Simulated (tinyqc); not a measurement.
From results back to parameters: statistics of electrons in three, two and one dimensions. Three cases, with inputs chosen for the exercise.

Problem. A sheet with one subband has n2 = (2/lambda^2) ln(1 + exp(eta)).

One band edge at E = 0, lambda = sqrt(4 pi c/(m1 kT)) with c = hbar^2/2m0. Densities with spin: n3 = (2/lambda^3) F_1/2(eta), n2 = (2/lambda^2) F_0(eta) with F_0 = ln(1 + exp(eta)), n1 = (2/lambda) F_-1/2(eta). F_j(eta) = (1/Gamma(j + 1)) integral_0^infinity x^j dx/(1 + exp(x - eta)), which tends to exp(eta) for eta << 0.

Constants: hbar^2/2m0 = 3.80998211 eV angstrom^2; kB = 8.617333262e-05 eV/K.

Case 1.

Values chosen (out of a larger set: near those of InAs, lowest valleys alone; not measured data): m1 = 0.0266 m0 (mass of one isotropic band with spin); T = 300 K.

n2 = 1.39829e+12 1/cm^2

Case 2.

Values chosen (out of a larger set: near those of Si, lowest valleys alone; not measured data): m1 = 0.19 m0 (mass of one isotropic band with spin); T = 300 K.

n2 = 2.66469e+12 1/cm^2

Case 3.

Values chosen (out of a larger set: near those of InSb, lowest valleys alone; not measured data): m1 = 0.0135 m0 (mass of one isotropic band with spin); T = 77 K.

n2 = 7.37220e+10 1/cm^2

Find: n2 lambda^2/2; eta; EF above the subband edge.

Solution. eta = ln(exp(n2 lambda^2/2) - 1), with n2 in 1/angstrom^2.

Case 1.

n2 lambda^2/2 = 4.8677
eta = 4.860
EF above the subband edge = 125.64 meV

Case 2.

n2 lambda^2/2 = 1.2987
eta = 0.980
EF above the subband edge = 25.33 meV

Case 3.

n2 lambda^2/2 = 1.9702
eta = 1.820
EF above the subband edge = 12.08 meV

Computed by tinyqc, one run a case: `OMP_NUM_THREADS=1 python tinyqc.py N N+1 out.jsonl` with N = 1680665, 1680694, 1680704; one thread of a shared Intel(R) Xeon(R) Processor @ 2.30GHz, about 0.01 s a run at most.
